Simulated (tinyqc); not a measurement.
Two coupled magnetic layers: synthetic antiferromagnet, spin flop, exchange bias and magnetoresistance: one step, computed by the program tinyqc. Command: `OMP_NUM_THREADS=1 python tinyqc.py 3030919 3030920 out.jsonl saf walk`. One thread of a shared host (Intel(R) Xeon(R) Processor @ 2.30GHz), about 0.2 s of CPU time with the checks.

Moments lie in the plane at the angles p1, p2 from the field. Energy per area: E = J1 cos(p1 - p2) + J2 cos^2(p1 - p2) - B M_s (t1 cos p1 + t2 cos p2) + K (t1 cos^2 p1 + t2 cos^2 p2).

Problem. Tunnel magnetoresistance against a free layer along B. Julliere: TMR = 2 P1 P2/(1 - P1 P2). Conductance G(theta) = G0 (1 + P1 P2 cos theta), so RA(theta) = RA_P (1 + P1 P2)/(1 + P1 P2 cos theta); theta = p2 for the layer next to the barrier.

Inputs (values chosen for the exercise, for a model stack): spin polarisation P1 = 0.65; spin polarisation P2 = 0.33; resistance-area product, parallel = 3.4 ohm micrometre^2.

p2 = -26.74258 degrees

Give: TMR; RA, antiparallel; RA at this field.

Solution.

TMR = 54.61 %

RA, antiparallel = 5.257 ohm micrometre^2

RA at this field = 3.465 ohm micrometre^2
